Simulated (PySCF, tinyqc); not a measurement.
Inside a calculation. Method: CCSD on RHF in the sto-6g basis, for H6, spin multiplicity 1. The lowest restricted solution is unstable here: a spin-polarised one lies 0.0621 hartree lower (PySCF). One step of it, computed by the program tinyqc.

Question. CCSD: starting amplitudes. t_ij^ab = <ij||ab> / (e_i + e_j - e_a - e_b), whose energy is MP2.

orbital energies (hartree): MO1 -0.646935, MO2 -0.515851, MO3 -0.267795, MO4 0.126805, MO5 0.543820, MO6 0.938777

Two-electron integrals over orbitals (pq|rs), unique and non-zero (hartree):
```
(11|11) 0.425955    (21|21) 0.141943    (22|11) 0.354379    (22|22) 0.368223
(31|11) -0.075498   (31|22) 0.009846    (31|31) 0.085576    (32|21) 0.080605
(32|32) 0.109807    (33|11) 0.333548    (33|22) 0.331782    (33|31) -0.004969
(33|33) 0.355211    (41|21) -0.057722   (41|32) 0.023348    (41|41) 0.072912
(42|11) -0.089302   (42|22) -0.027950   (42|31) 0.062600    (42|33) 0.012067
(42|42) 0.091373    (43|21) 0.095171    (43|32) 0.095971    (43|41) -0.002391
(43|43) 0.139903    (44|11) 0.342370    (44|22) 0.338890    (44|31) -0.007410
(44|33) 0.352794    (44|42) 0.000985    (44|44) 0.363511    (51|11) 0.000744
(51|22) 0.039034    (51|31) 0.037551    (51|33) -0.017981   (51|42) -0.017738
(51|44) -0.010755   (51|51) 0.062169    (52|21) 0.057008    (52|32) 0.007669
(52|41) -0.044927   (52|43) -0.027454   (52|52) 0.084266    (53|11) 0.087796
(53|22) 0.025815    (53|31) -0.062961   (53|33) -0.004815   (53|42) -0.083490
(53|44) -0.006609   (53|51) 0.010283    (53|53) 0.089178    (54|21) -0.085645
(54|32) -0.104343   (54|41) -0.013960   (54|43) -0.097347   (54|52) -0.011043
(54|54) 0.111511    (55|11) 0.371489    (55|22) 0.376819    (55|31) 0.000727
(55|33) 0.346733    (55|42) -0.032037   (55|44) 0.353948    (55|51) 0.034921
(55|53) 0.032050    (55|55) 0.402476    (61|21) 0.001905    (61|32) -0.030037
(61|41) -0.028514   (61|43) 0.032165    (61|52) -0.040206   (61|54) 0.027736
(61|61) 0.071874    (62|11) 0.000838    (62|22) -0.036306   (62|31) -0.036850
(62|33) 0.013782    (62|42) 0.012178    (62|44) 0.015880    (62|51) -0.057212
(62|53) -0.014286   (62|55) -0.036081   (62|62) 0.059870    (63|21) -0.055229
(63|32) 0.017952    (63|41) 0.066599    (63|43) -0.002281   (63|52) -0.044557
(63|54) -0.018600   (63|61) -0.026470   (63|63) 0.070513    (64|11) -0.078613
(64|22) 0.003847    (64|31) 0.083524    (64|33) -0.007051   (64|42) 0.064623
(64|44) -0.009151   (64|51) 0.035800    (64|53) -0.066190   (64|55) 0.003161
(64|62) -0.037207   (64|64) 0.091860    (65|21) -0.145139   (65|32) -0.086829
(65|41) 0.056943    (65|43) -0.102088   (65|52) -0.058911   (65|54) 0.092617
(65|61) -0.001313   (65|63) 0.059569    (65|65) 0.163318    (66|11) 0.452590
(66|22) 0.379240    (66|31) -0.079826   (66|33) 0.359207    (66|42) -0.095777
(66|44) 0.369924    (66|51) 0.000981    (66|53) 0.097340    (66|55) 0.407307
(66|62) 0.000176    (66|64) -0.088639   (66|66) 0.507134
```

Give: Starting amplitudes; correlation energy.

Answer.

Starting amplitudes (spin orbitals 1a, 1b, ...; amplitudes related by a flip of all spins are not repeated; the 24 largest):
```
from      to        t
3a 3b  4a 4b  -0.1773
2a 2b  4a 4b  -0.0711
2a 3b  4a 5b   0.0574
3a 3b  5a 5b  -0.0549
1a 1b  4a 4b  -0.0471
2a 2b  5a 5b  -0.0398
2a 3a  4a 5a   0.0385
1a 3b  4a 6b  -0.0336
3a 3b  6a 6b  -0.0292
1a 1b  5a 5b  -0.0261
1a 2b  4a 5b   0.0245
1a 1b  6a 6b  -0.0227
1a 2b  5a 6b   0.0216
2a 2b  6a 6b  -0.0206
2a 3b  5a 6b   0.0197
2a 3b  4b 5a  -0.0189
1a 3a  4a 6a  -0.0174
1a 3b  4b 6a   0.0162
1a 2b  5b 6a  -0.0152
1a 2a  4a 5a   0.0148
2a 3a  5a 6a   0.0134
1a 1b  4a 6b   0.0121
1a 2b  4b 5a  -0.0097
1a 3b  6a 6b   0.0095
```

correlation energy = -0.082651 hartree
